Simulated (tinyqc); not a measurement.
Boltzmann transport in a parabolic band with a power-law relaxation time: one step. Integrals for r = 1.5 (ionised impurities).

F_j(eta) = (1/Gamma(j + 1)) integral_0^infinity x^j dx/(1 + exp(x - eta)), which tends to exp(eta) for eta << 0.

tau = tau0 x^r with x = E/kT. With K_j = Gamma(j + 1) F_j(eta): <tau> = tau0 (r + 3/2) K_(r+1/2)/((3/2) K_(1/2)); mu = <tau>/(mc m0/e), m0/e = 5.685630e-12 kg/C; Hall factor rH = (3/2) K_(1/2) (2r + 3/2) K_(2r+1/2)/((r + 3/2) K_(r+1/2))^2; Seebeck S = -(kB/e) [(r + 5/2) K_(r+3/2)/((r + 3/2) K_(r+1/2)) - eta]; Lorenz number L = (kB/e)^2 [(r + 7/2) K_(r+5/2)/((r + 3/2) K_(r+1/2)) - ((r + 5/2) K_(r+3/2)/((r + 3/2) K_(r+1/2)))^2]; kB/e in V/K. Valley anisotropy is left out of rH.

Inputs chosen for the exercise (out of a larger set: masses near those of GaAs; tau0 is set for a mobility of the usual size at this n, kL is a free input; freeze-out and phonon drag, which matter near 77 K, are left out; not measured data): r = 1.5 (exponent of tau).

eta = 0.602456

Task: Evaluate F_j and K_j for j = 1/2, r + 1/2, r + 3/2, r + 5/2 and 2r + 1/2 (each value once).

Give: F_j and K_j.

Result:

F_j and K_j:
```
j       F_j     K_j
0.5  1.2023  1.0655
2.0  1.5424  3.0848
3.0  1.6676  10.006
4.0  1.7404  41.770
3.5  1.7091  19.880
```

(tinyqc, `OMP_NUM_THREADS=1 python tinyqc.py 1681162 1681163 out.jsonl`, Intel(R) Xeon(R) Processor @ 2.30GHz, 1 thread, shared host, about 0.01 s.)
